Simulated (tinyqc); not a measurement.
A ladder of methods, and size consistency: correlation methods against full CI in the sto-6g basis, for H6, spin multiplicity 1. Computed by the program tinyqc with PySCF. Command: `OMP_NUM_THREADS=1 python tinyqc.py 112225 112226 out.jsonl`; one thread of a shared host (Intel(R) Xeon(R) Processor @ 2.60GHz), about 2 s.

Geometry (angstrom):
```
atom       x       y       z
H     0.0000  0.0000  0.0000
H     0.0000  0.0000  0.7590
H     0.0000  0.0000  1.9220
H     0.0000  0.0000  2.6820
H     0.0000  0.0000  3.8440
H     0.0000  0.0000  4.6040
```

RHF energy of one = -3.310862 hartree

All electrons correlated; +Q is the Davidson correction (1 - c0^2) E_corr. The last columns treat two copies 100 angstrom apart as one system. FCI is the lowest singlet.

Correlation energies (hartree):
```
method   E_corr of one  share of FCI (%)  E_corr of two at 100 angstrom  two minus twice one (mhartree)
MP2          -0.042176           66.8691                      -0.084352                          0.0000
CISD         -0.061614           97.6874                      -0.119148                          4.0796
CISD+Q       -0.063798          101.1505                      -0.126777                          0.8196
CCSD         -0.062967           99.8333                      -0.125935                          0.0000
CCSD(T)      -0.063042           99.9517                      -0.126084                          0.0000
FCI          -0.063072          100.0000                              -                               -
```

MP2 recovers 67 %, CISD 97.7 % and CCSD 99.8 % of the FCI value (c0^2 = 0.965 in CISD). MP2 and coupled cluster are size consistent, so their last column vanishes; CISD loses 4.08 mhartree, since a double excitation on each copy is a quadruple of the pair, and the Davidson correction leaves +0.82.
